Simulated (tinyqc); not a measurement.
Non-radiative capture by multiphonon emission, one effective mode: one step, computed by the program tinyqc.

The initial state (free carrier plus empty centre) lies dE above the final state; both have the same frequency and are displaced by dQ.

Task: Geometry of the two curves. dQ = sqrt(2 S (hbar^2/u)/hbar omega); relaxation energy lambda = S hbar omega; phonons needed P = dE/hbar omega; classical barrier E_b = (dE - lambda)^2/(4 lambda); occupation n = 1/(exp(hbar omega/k_B T) - 1).

Inputs (values chosen for the exercise, with mass, screening and phonons like those of ZnSe):
```
quantity                  value  unit
energy released dE        0.372    eV
phonon energy hbar omega   17.4   meV
Huang-Rhys factor S        15.6     -
temperature T               500     K
```

Centre: attractive.

Constants: hbar^2/u = 4.18015928e-03 eV angstrom^2; k_B = 8.617333262e-05 eV/K.

Give: dQ; lambda; P; classical barrier E_b; occupation n.

Result:

dQ = 2.738 u^(1/2) angstrom

lambda = 0.27144 eV

P = 21.38

classical barrier E_b = 0.009314 eV

occupation n = 2.010

dE exceeds lambda: the inverted case usual for deep centres, in which the curves cross on the far side of the initial minimum.
